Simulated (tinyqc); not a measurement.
Carrier lifetime of a p-type layer with SRH, radiative, Auger and surface recombination: lifetime against injection.

Uniform excess density dn = dp (no trapping), n = n0 + dn, p = p0 + dn, Boltzmann statistics, full ionisation. Surfaces enter as a rate 2 S dn/d, which holds while diffusion to them is fast.

ni = sqrt(Nc Nv) exp(-Eg/(2 Vt)), Eg in volts; majority density N/2 + sqrt(N^2/4 + ni^2), n0 p0 = ni^2; n1 = Nc exp(-Et/Vt), p1 = Nv exp((Et - Eg)/Vt); tn0 = 1/(sn vth Nt), tp0 = 1/(sp vth Nt). With e = n p - ni^2 = dn (n0 + p0 + dn): U_SRH = e/(tp0 (n + n1) + tn0 (p + p1)), U_rad = B e, U_Aug = (Cn n + Cp p) e, U_s = 2 S dn/d. Each tau is dn over its rate; tau = dn/U with U the sum.

Values chosen for this exercise; band and dielectric values close to those of silicon: temperature T = 400 K; band gap Eg = 1.13 eV; conduction-band density of states at T Nc = 4.26e19 cm^-3; valence-band density of states at T Nv = 4.05e19 cm^-3; radiative coefficient B = 4.77e-15 cm^3/s; acceptor density N = 2.2e15 cm^-3; Auger coefficient (two electrons) Cn = 3.7e-31 cm^6/s; Auger coefficient (two holes) Cp = 1.5e-31 cm^6/s; trap density Nt = 8.9e10 cm^-3; capture cross-section for electrons sn = 8e-17 cm^2; capture cross-section for holes sp = 6e-17 cm^2; thermal velocity (both carriers) vth = 2e7 cm/s; trap level below the conduction band Et = 0.25 eV; surface recombination velocity (both faces) S = 0 cm/s; sample thickness d = 30 um.

Constants: q = 1.602176634e-19 C, kB = 1.380649e-23 J/K, Vt = kB T/q. Results are converted to the units shown.

Lifetime against injection:
```
dn (cm^-3)  tau_SRH (s)  tau_rad (s)  tau_Aug (s)   tau (s)  radiative share (%)  largest path
1e11             0.1354      0.09529        1.377   0.05375                56.41     radiative
1e12             0.1354      0.09525        1.375   0.05372                56.40     radiative
1e13             0.1349      0.09486        1.350   0.05349                56.38     radiative
1e14             0.1302      0.09115        1.138   0.05121                56.18     radiative
1e15            0.09822      0.06551       0.3676   0.03550                54.19     radiative
1e16            0.03785      0.01718      0.01482  0.006576                38.27         Auger
1e17            0.01895     0.002051     1.870e-4  1.698e-4                8.279         Auger
1e18            0.01665     2.092e-4     1.918e-6  1.900e-6               0.9083         Auger
1e19            0.01641     2.096e-5     1.923e-8  1.921e-8              0.09164         Auger
```

Radiative recombination leads at dn = 1e11, Auger from 1e16 on. The total lifetime falls from 0.0537 to 1.92e-8 s. tau_SRH goes from 0.135 s (low-injection limit 0.135 s) to 0.0164 s (high-injection limit tn0 + tp0 = 0.0164 s). Between the last two rows tau_rad goes as dn^(-1.00) and tau_Aug as dn^(-2.00); the radiative share falls from 56.4 to 0.0916 %.

Computed by the program tinyqc: `OMP_NUM_THREADS=1 python tinyqc.py 2300117 2300118 out.jsonl`, one thread of a shared Intel Xeon 2.30GHz, about 0.01 s for the whole run.
